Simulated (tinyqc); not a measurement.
# Pinning factor and decay constant from two barriers

Problem. phiB = S (phiM - chi) + (1 - S)(Eg - E0) with S = 1/(1 + (1/S0 - 1) exp(-be ti)). Find S0, S at the given thickness and be.

Inputs (values chosen for the exercise); semiconductor values close to those of gallium arsenide; interlayer mass of the order of that in silicon nitride, offset chosen freely: band gap Eg = 1.41 eV; electron affinity chi = 3.93 eV; charge-neutrality level above the valence band E0 = 0.48 eV; metal work function phiM = 4.07 eV.

phiB at ti = 0, 0.4 nm (eV): [0.851, 0.67779318]

Answer. Each barrier gives its S by linear interpolation between the pinned and the unpinned value; the ratio of the two values of 1/S - 1 is exp(be ti).

S0 = 0.100
S = 0.319
be = 3.60 1/nm

tinyqc, about 0.03 s, one thread, Intel Xeon 2.30GHz (shared host): `OMP_NUM_THREADS=1 python tinyqc.py 2270057 2270058 out.jsonl`
